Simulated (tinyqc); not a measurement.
Schottky barrier on an n-type semiconductor, non-linear Poisson equation by Newton steps: Capacitance-voltage profiling.

One dimension, metal at x = 0, donor density C(x) = Nd, uniform. Energies are counted from the electron Fermi level of the semiconductor and the conduction-band edge is Ec = -psi, so n = Nc exp(psi/Vt); holes follow the Fermi level of the metal, at -V, so p = Nv exp((V - psi - Eg)/Vt). Ends: psi(0) = V - phiB and psi = Vt ln(Nd/Nc) deep inside. Boltzmann statistics, full ionisation, no current, no image force in the Poisson equation.

The Poisson equation d/dx(eps0 eps_r dpsi/dx) = -q (p - n + C) is solved on a mesh of about 1000 nodes or more that ends in neutral material. C_s = q d/dV of the integral of n over x, from the linearised equation. Probed depth w = eps0 eps_r/C_s; apparent doping N_app = C_s^3/(q eps0 eps_r dC_s/dV), the derivative by central differences over +/- 0.02 V.

Values chosen for this exercise; band and dielectric values close to those of 4H silicon carbide: temperature T = 300 K; band gap Eg = 3.32 eV; relative permittivity eps_r = 9.58; conduction-band density of states at T Nc = 1.71e19 cm^-3; valence-band density of states at T Nv = 2.45e19 cm^-3; donor density deep in the semiconductor Nd = 1.3e17 cm^-3; barrier height phiB = 1.01 eV.

Constants: q = 1.602176634e-19 C, kB = 1.380649e-23 J/K, Vt = kB T/q, eps0 = 8.8541878128e-14 F/cm where lengths are in cm. Results are converted to the units shown.

The same in every row: true C(w) (cm^-3) = 1.300e17.

Capacitance-voltage profiling:

| V (V) | C_s (nF/cm^2) | w (nm) | N_app (cm^-3) | \|E_0\| (kV/cm) |
|---|---|---|---|---|
| 0 | 101.5 | 83.60 | 1.300e17 | 205.3 |
| -0.5 | 80.65 | 105.2 | 1.300e17 | 258.2 |
| -1 | 68.95 | 123.0 | 1.300e17 | 302.1 |
| -1.5 | 61.21 | 138.6 | 1.300e17 | 340.3 |
| -2 | 55.60 | 152.6 | 1.300e17 | 374.6 |
| -2.5 | 51.29 | 165.4 | 1.300e17 | 406.1 |
| -3 | 47.85 | 177.3 | 1.300e17 | 435.3 |
| -3.5 | 45.02 | 188.4 | 1.300e17 | 462.6 |
| -4 | 42.64 | 198.9 | 1.300e17 | 488.4 |
| -4.5 | 40.60 | 208.9 | 1.300e17 | 513.0 |
| -5 | 38.83 | 218.4 | 1.300e17 | 536.4 |

What does the table show?

C_s falls from 101 to 38.8 nF/cm^2 while the probed depth goes from 83.6 to 218 nm. The apparent doping stays near 1.30e17 cm^-3. It departs most from the true doping at that depth for V = 0 V, where it is 0.034 % below it; so the doping is read well over the depths probed, the small gap being the error of the finite difference in V.

Numbers from tinyqc (`OMP_NUM_THREADS=1 python tinyqc.py 2020148 2020149 out.jsonl`; about 0.1 s on one thread of a shared Intel Xeon 2.30GHz).
